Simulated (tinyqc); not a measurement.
# Changing the bond stretching alpha

Model: Keating valence-force model of a tetrahedral crystal. Computed by tinyqc, a small Python program. Command: `OMP_NUM_THREADS=1 python tinyqc.py 3007588 3007589 out.jsonl keating sweep`. One thread of a shared host (Intel(R) Xeon(R) Processor @ 2.30GHz), about 0.03 s of CPU time with the checks.

Atom A sits at 0 and atom B at a/4 (1,1,1) of an fcc lattice; the four bonds from A are t = a/4 (1,1,1), a/4 (1,-1,-1), a/4 (-1,1,-1), a/4 (-1,-1,1), of length d = sqrt(3) a/4. Energy: E = (3 alpha/(8 d^2)) sum over bonds (r.r - d^2)^2 + (3 beta/(8 d^2)) sum over pairs of bonds at one atom (r_i.r_j + d^2/3)^2, with beta_A for the six pairs at A and beta_B for the six at B. The cell holds two atoms, Omega = a^3/4. 1 N/m = 1 J/m^2.

Inputs (values chosen for the exercise, for a model crystal): lattice constant a = 4.309 angstrom; mass M_A = 40 u; mass M_B = 101 u; bond bending beta_A = 13.8 N/m; bond bending beta_B = 12.4 N/m.

Structure: zinc blende.

Constants: nu for 1 eV/(angstrom^2 u) = 15.6333042 THz; 1 eV/angstrom^2 = 16.02176634 J/m^2; 1 THz = 33.35640952 1/cm.

Method:
- beta = (beta_A + beta_B)/2; C11 = (alpha + 3 beta)/a, C12 = (alpha - beta)/a, C44 = 4 alpha beta/(a (alpha + beta)); with the two sublattices clamped C44(0) = (alpha + beta)/a; internal-strain parameter zeta = (alpha - beta)/(alpha + beta); B = (C11 + 2 C12)/3.
- beta = (beta_A + beta_B)/2; mu = M_A M_B/(M_A + M_B); lambda = 4 (alpha + beta)/mu with the springs in eV/angstrom^2; nu = 15.6333042 THz x sqrt(lambda).
- With displacements u exp(i q.r), each bracket changes by g.u, where g = (g_A, g_B): bond t, g = (-2 t, 2 t exp(i q.t)); pair (i, j) at A, g = (-(t_i + t_j), t_i exp(i q.t_j) + t_j exp(i q.t_i)); pair at B, g = (-t_i exp(-i q.t_j) - t_j exp(-i q.t_i), t_i + t_j). Then D_mn = sum over the 4 bonds and 12 pairs of (4 k/a^2) conj(g_m) g_n / sqrt(M_m M_n), with k = alpha or beta converted to eV/angstrom^2. Only the short-range forces enter; the Coulomb field of the charges is left out.
- An eigenvalue lambda of D in eV/(angstrom^2 u) gives nu = 15.6333042 THz x sqrt(lambda).
- Take the lowest frequency at X = (1, 0, 0) 2 pi/a, the transverse acoustic (TA) mode.

One run for each value; columns: (1) bond stretching alpha (N/m); (2) nu_TO at G (THz); (3) bulk modulus B (GPa); (4) C44 (GPa); (5) TA frequency at X (THz); (6) internal-strain parameter zeta:
```
(1)     (2)    (3)    (4)    (5)     (6)
24.4   8.94   66.8   79.1  4.419  0.3013
29.8   9.56   79.3   84.5  4.498  0.3893
36.3  10.26   94.4   89.4  4.556  0.4696
44.3  11.06  112.9   93.9  4.601  0.5436
54.0  11.95  135.5   97.9  4.634  0.6095
65.8  12.96  162.8  101.4  4.660  0.6679
80.2  14.10  196.3  104.5  4.681  0.7192
97.8  15.37  237.1  107.2  4.697  0.7638
```

Describe and explain the trends.

Over the rows, nu_TO at G (THz) rises from 8.94 to 15.4 (exponent d ln y / d ln x 0.34 between the first rows and 0.44 between the last); bulk modulus B (GPa) rises from 66.8 to 237 (exponent d ln y / d ln x 0.86 between the first rows and 0.95 between the last); C44 (GPa) rises from 79.1 to 107 (exponent d ln y / d ln x 0.33 between the first rows and 0.13 between the last); TA frequency at X (THz) rises from 4.42 to 4.70 (exponent d ln y / d ln x 0.088 between the first rows and 0.017 between the last); internal-strain parameter zeta rises from 0.301 to 0.764 (exponent d ln y / d ln x 1.3 between the first rows and 0.30 between the last). B = (alpha + beta/3)/a and the optical mode follow the bond stretching; C44 needs the angles to bend and saturates towards 4 beta/a, and zeta tends to 1 as bonds become rigid.

Extremes, crossings and ranges named in words are read from the listed rows.
